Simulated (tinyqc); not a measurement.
From results back to parameters: Koster-Slater impurity in an sp3s* host.

Problem. In the Koster-Slater model a defect shifts the s level of its site by Vs and the p levels by Vp; an A1 level solves 1/Vs = G_s(E) and a T2 level 1/Vp = G_p(E), E from the top of the valence band. A defect has an A1 level at E = 0.4734 eV, one of the energies of the table, and a T2 level at 0.2840 eV.

G(E) of the host (1/eV):

| E (eV) | G_s | G_p |
|---|---|---|
| 0.0000 | -0.1432927 | 0.0140309 |
| 0.0947 | -0.1649137 | -0.0102326 |
| 0.1893 | -0.1908906 | -0.0332309 |
| 0.2840 | -0.2229399 | -0.0569526 |
| 0.3787 | -0.2638604 | -0.0831956 |
| 0.4734 | -0.3186152 | -0.1143842 |
| 0.5680 | -0.3971468 | -0.1548840 |
| 0.6627 | -0.5237282 | -0.2150545 |
| 0.7574 | -0.7873689 | -0.3341748 |

Find: Vs, Vp.

Solution. Read G_s and G_p at the two energies and invert them. Vs is attractive and pulls its level down from the conduction bands. Vp is attractive and pulls its level down from the conduction bands.

Vs, Vp (eV): -3.1  -17.6

(tinyqc, `OMP_NUM_THREADS=1 python tinyqc.py 1451327 1451328 out.jsonl`, Intel(R) Xeon(R) Processor @ 2.30GHz, 1 thread, shared host, about 0.07 s.)
